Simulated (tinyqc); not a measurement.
Stretching all distances: RHF, UHF, MP2, CISD and CCSD against full CI in the sto-6g basis, for H4, spin multiplicity 1. Computed by the program tinyqc with PySCF. All coordinates are multiplied by the scale. c0^2 is the weight of the RHF determinant in the lowest singlet FCI state (UHF is spin-contaminated and may lie near states of higher spin) and n(LUMO) the first natural occupation beyond the occupied space.

Geometry (angstrom):
```
atom       x       y       z
H     0.0000  0.0000  0.0000
H     0.0000  0.0000  0.7420
H     0.0000  0.0000  1.7020
H     0.0000  0.0000  2.4440
```

Full CI energy (hartree) and errors against it (kcal/mol):
```
scale  distance 1-2 (angstrom)    E(FCI)      RHF     UHF     MP2    CISD   CCSD  <S^2> UHF   c0^2  n(LUMO)
0.910                    0.675  -2.19434   22.129  22.129   6.876   0.153  0.010      0.000  0.981    0.028
1.140                    0.846  -2.23902   31.436  31.436  11.285   0.462  0.033      0.000  0.965    0.050
1.380                    1.024  -2.19382   45.065  45.065  18.158   1.291  0.089      0.000  0.936    0.085
1.610                    1.195  -2.12539   62.920  58.924  27.543   3.089  0.174      0.427  0.891    0.136
1.840                    1.365  -2.05758   86.143  56.354  39.956   6.608  0.265      1.038  0.827    0.210
2.070                    1.536  -2.00085  114.589  44.429  54.940  12.553  0.305      1.438  0.744    0.303
2.540                    1.885  -1.92831  182.884  19.541  86.694  32.211  0.017      1.827  0.560    0.524
```

Estimate the missing row, scale = 2.31.

Computed row:
```
scale  distance 1-2 (angstrom)    E(FCI)      RHF     UHF     MP2    CISD   CCSD  <S^2> UHF   c0^2  n(LUMO)
2.310                    1.714  -1.95689  148.500  30.467  71.743  21.570  0.228      1.690  0.648    0.415
```

UHF parts from RHF first at scale 1.61 of those listed, where <S^2> leaves zero. The weight c0^2 goes from 0.98 to 0.56 and n(LUMO) from 0.03 to 0.52: static correlation grows as the bonds break into open-shell fragments. The spread of the error along the curve, which distorts its shape, is CCSD 0.3, CISD 32.1, UHF 39.4, MP2 79.8, RHF 160.8 kcal/mol.
